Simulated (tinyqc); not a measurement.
From results back to parameters: free and nearly free electrons in a metal. Two cases, with inputs chosen for the exercise.

Problem. A free-electron metal with 4 atoms in the cubic cell and z electrons an atom has EF = c kF^2/m, (hbar omega_p)^2 = 8 pi c (e^2/(4 pi eps0)) n/m and kF = (3 pi^2 n)^(1/3), c = hbar^2/2m0.

Constants: hbar^2/2m0 = 3.80998211 eV angstrom^2; e^2/(4 pi eps0) = 14.39964547 eV angstrom.

Case 1.

Values chosen (out of a larger set: near those of Co, whose d bands this model ignores; not measured data): a = 3.529 angstrom (fcc lattice constant).

EF = 11.71189 eV
hbar omega_p = 15.84254 eV

Case 2.

Values chosen (out of a larger set: near those of Cu, whose d bands this model ignores; not measured data): a = 3.636 angstrom (fcc lattice constant).

EF = 6.55677 eV
hbar omega_p = 10.40396 eV

Find: kF; m; z.

Solution. (hbar omega_p)^2/EF = (8/(3 pi)) (e^2/(4 pi eps0)) kF gives kF; EF then gives m, and n = kF^3/(3 pi^2) gives z.

Case 1.

kF = 1.7533 1/angstrom
m = 1.00 m0
z = 2.00

Case 2.

kF = 1.3506 1/angstrom
m = 1.06 m0
z = 1.00

Computed by tinyqc, one run a case: `OMP_NUM_THREADS=1 python tinyqc.py N N+1 out.jsonl` with N = 1680466, 1680520; one thread of a shared Intel(R) Xeon(R) Processor @ 2.30GHz, about 0.01 s a run at most.
